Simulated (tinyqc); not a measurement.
Landau levels of a parabolic two-dimensional band: sweeps and comparisons. A value that a table varies takes the place of the one given here.

E(N, s) = (N + 1/2) hbar wc + s gs muB B with s = +/-1/2.

In a field B along z: l = 1/sqrt((e/hbar) B) is the magnetic length, n_B = B/(h/e) the number of states per area in one level, hbar wc = 2 muB B/m for mass m in m0; 1/angstrom^2 = 1e16/cm^2.

Each listed level takes n_B electrons. At zero temperature and without broadening EF sits in the partly filled level.

Constants: hbar^2/2m0 = 3.80998211 eV angstrom^2; e/hbar = 1.519267448e-05 1/(T angstrom^2); h/e = 413566.7697 T angstrom^2; muB = 5.788381798e-05 eV/T.

Parameters, chosen for this exercise (near those of a two-dimensional electron gas in Ge (111); the results hold for these values, not for the real material):
- m = 0.084 m0 (mass)
- gs = 0.84 (g factor)
- gv = 1 (valleys)
- Bs = (2, 4, 6, 8, 10, 12, 15) T (fields)
- n = 5.7 x 1e11/cm^2 (electron sheet density)
- Bo = (4.14, 4.63, 5.27, 6.1, 7.25, 8.94, 11.6, 16.7, 29.5) T (fields)
- tilt = (0, 30, 50, 60, 68, 74, 80) degrees (tilt angles)
- Bp = 4.3 T (perpendicular component, kept fixed)
- B = 4.3 T (magnetic field)

## The fan of levels

The four lowest levels against B, with their labels in order.

Levels (meV):
```
B (T)  first  second  third  fourth        order
2.00    1.33    1.43   4.09    4.18  0- 0+ 1- 1+
4.00    2.66    2.85   8.17    8.37  0- 0+ 1- 1+
6.00    3.99    4.28  12.26   12.55  0- 0+ 1- 1+
8.00    5.32    5.71  16.34   16.73  0- 0+ 1- 1+
10.0    6.65    7.13  20.43   20.92  0- 0+ 1- 1+
12.0    7.98    8.56  24.52   25.10  0- 0+ 1- 1+
15.0    9.97   10.70  30.64   31.37  0- 0+ 1- 1+
```

The fourth level grows as B^1.00 over the first two rows and B^1.00 over the last two (1 for a parabolic band without a fixed offset such as a valley splitting, 1/2 for massless Dirac electrons). The order of the levels does not change. The Zeeman gap is |gs| m/2 = 0.035 of hbar wc at every field.

## Oscillation of the Fermi level

Fixed density, zero temperature, no broadening. At B = 0, EF = 2 pi c n/(m gv) with c = hbar^2/2m0.

Filling:
```
B (T)    nu  partly filled level  EF (meV)  filled share
4.14   5.69                   2+     14.36          0.69
4.63   5.09                   2+     16.07          0.09
5.27   4.47                   2-     18.03          0.47
6.10   3.86                   1+     12.76          0.86
7.25   3.25                   1+     15.16          0.25
8.94   2.64                   1-     18.26          0.64
11.6   2.03                   1-     23.70          0.03
16.7   1.41                   0+     11.91          0.41
29.5   0.80                   0-     19.61          0.80
```

EF at B = 0 = 16.24 meV

EF runs between 11.9 and 23.7 meV around its zero-field value of 16.2 meV. It follows a level while that level empties and falls to the next one down when nu passes a filled shell; the partly filled level changes 5 times in this table.

## Tilting the field

The cyclotron gap follows Bp, the Zeeman gap the total field Bp/cos(theta): i = |gs| muB B/(hbar wc) = |gs| m/(2 cos theta). With f the fractional part of i the gaps alternate between f and 1 - f of hbar wc. The layer is taken as strictly two-dimensional and valley splitting is left out.

Gaps:
```
theta (degrees)  B total (T)      i  f hbar wc (meV)  (1 - f) hbar wc (meV)
0                       4.30  0.035            0.209                  5.717
30                      4.97  0.041            0.241                  5.685
50                      6.69  0.055            0.325                  5.601
60                      8.60  0.071            0.418                  5.508
68                     11.48  0.094            0.558                  5.368
74                     15.60  0.128            0.759                  5.168
80                     24.76  0.203            1.204                  4.722
```

i = 1/2 (equal gaps) falls at theta = 86.0 degrees. i = 1 (levels of opposite spin coincide) falls at theta = 88.0 degrees. Over the table i grows from 0.035 to 0.203.

## What each parameter does

The second and third levels from below, nu = n/n_B, and EF. Each row changes one parameter from the base and keeps the others.

Results:
```
case                  second level (meV)  third level (meV)    nu  EF (meV)
base                                3.07               8.78  5.48     14.92
B = 5.16 T                          3.68              10.54  4.57     17.65
m = 0.101 m0                        2.57               7.29  5.48     12.43
gs = 0.714                          3.05               8.80  5.48     14.90
n = 4.84 x 1e11/cm^2                3.07               8.78  4.66     14.71
```

The largest shifts from the base row, up to three for each result and ties (the steps differ in size, so this ranks the rows, not the parameters). second level (meV): B +0.61, m -0.50, gs -0.02; unchanged at the printed digits by n. third level (meV): B +1.76, m -1.50, gs +0.02; unchanged at the printed digits by n. nu: B -0.91, n -0.83; unchanged at the printed digits by m and gs. EF (meV): B +2.73, m -2.49, n -0.21.

tinyqc: `OMP_NUM_THREADS=1 python tinyqc.py 1282197 1282198 out.jsonl`; about 0.01 s, one thread, shared Intel(R) Xeon(R) Processor @ 2.30GHz.
